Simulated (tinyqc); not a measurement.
Dispersion: Heisenberg magnet: exchange from energy differences, ordering vector, linear spin waves and ordering temperature. Computed by tinyqc, a small Python program. Command: `OMP_NUM_THREADS=1 python tinyqc.py 3015336 3015337 out.jsonl magnon walk`. One thread of a shared host (Intel(R) Xeon(R) Processor @ 2.30GHz), about 0.1 s of CPU time with the checks.

H = -sum over pairs <ij> J_ij S_i.S_j - K sum_i (S_i^z)^2, each pair once, J > 0 ferromagnetic. First neighbours: 8 at a (0.5, 0.5, 0.5), second: 6 at a (1, 0, 0), with all permutations and signs.

Inputs (values chosen for the exercise, for a model magnet):

| quantity | value | unit |
|---|---|---|
| exchange J1 | 8.57 | meV |
| exchange J2 | 2.7 | meV |
| spin S | 1.5 | - |
| single-ion anisotropy K | 0.033 | meV |
| lattice constant a | 4.78 | angstrom |

Lattice: bcc. Order: ferromagnetic.

Method:
- g_s(q) = sum over shell s of cos(q.R), z1 = g1(0). E(q) = S [J(0) - J(q)] + (2S - 1) K, J(q) = J1 g1 + J2 g2. The factor 2S - 1 removes the anisotropy for S = 1/2.
- sum R_x^2 over the shells is s1 = 2 a^2 and s2 = 2 a^2. E = gap + D q^2 with D = (S/2)(J1 s1 + J2 s2) and gap = (2S - 1) K.
- J(q) = J1 g1(q) + J2 g2(q), g_s(q) = sum over shell s of cos(q.R).

gap = 0.066 meV

stiffness D = 386.252 meV angstrom^2

Energies (meV); H = (1, 0, 0), N = (0.5, 0.5, 0) in 2 pi/a:

| line | fraction of the way | E(q) | gap + D q^2 |
|---|---|---|---|
| G-H | 0.10 | 6.65 | 6.74 |
| G-H | 0.25 | 38.29 | 41.78 |
| G-H | 0.50 | 119.11 | 166.91 |
| G-H | 0.75 | 183.72 | 375.47 |
| G-H | 1.00 | 205.75 | 667.45 |
| G-N | 0.10 | 3.38 | 3.40 |
| G-N | 0.25 | 19.87 | 20.92 |
| G-N | 0.50 | 67.69 | 83.49 |
| G-N | 0.75 | 115.50 | 187.77 |
| G-N | 1.00 | 135.31 | 333.76 |

At the end of the G-H rows the long-wave form is 3.24 times the true energy. At the end of the G-N rows the long-wave form is 2.47 times the true energy. It holds to 5 % in 2 of the ten rows; nearer the zone boundary the cosine flattens the band.
